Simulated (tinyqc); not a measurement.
Van der Pauw, Hall and four-point-probe measurements on a doped layer: two steps of the calculation.

A uniform p-type layer with sheet resistance Rs = 1/(q ns mu), point contacts, low field (mu B small).

Parameters, values chosen for the exercise: Hall factor rH = 1; magnetic field B = 0.55 T; current I = 500 uA; thickness of the layer t = 850 nm.

Constants: q = 1.602176634e-19 C. Results are converted to the units shown.

Task 1. New z. The van der Pauw equation exp(-pi RA z) + exp(-pi RB z) = 1 is solved for z = 1/Rs: e1 = exp(-pi RA z), e2 = exp(-pi RB z), f = e1 + e2 - 1, f' = -pi (RA e1 + RB e2), z(new) = z - f/f'.

z at the start = 0.045471240 mS
RA = 225.25943 ohm
RB = 9479.1427 ohm

Find: e1; e2; f; f'; z after iteration 1.

Result 1.

e1 = 0.9683
e2 = 0.2582
f = 0.2265
f' = -8.374 kohm
z after iteration 1 = 0.07252 mS

Task 2. Sheet density, mobility and bulk values. Rs = 1/z; Hall sheet density B I/(q |VH|); Hall mobility |VH|/(Rs B I); true values ns = rH times the Hall density, mu = Hall mobility/rH; bulk density ns/t, resistivity Rs t; correction factor F = Rs/[(pi/ln 2)(RA + RB)/2].

converged z = 0.092605809 mS
VH = 5.0482794 mV
RA = 225.25943 ohm
RB = 9479.1427 ohm

Find: Rs; Hall sheet density; Hall mobility; ns; mu; bulk density; resistivity; F.

Result 2.

Rs = 1.080e4 ohm/square
Hall sheet density = 3.400e13 cm^-2
Hall mobility = 17.00 cm^2/(V s)
ns = 3.400e13 cm^-2
mu = 17.00 cm^2/(V s)
bulk density = 4.000e17 cm^-3
resistivity = 0.9179 ohm cm
F = 0.4910

Numbers from tinyqc (`OMP_NUM_THREADS=1 python tinyqc.py 2850212 2850213 out.jsonl`; about 0.03 s on one thread of a shared Intel Xeon 2.30GHz).
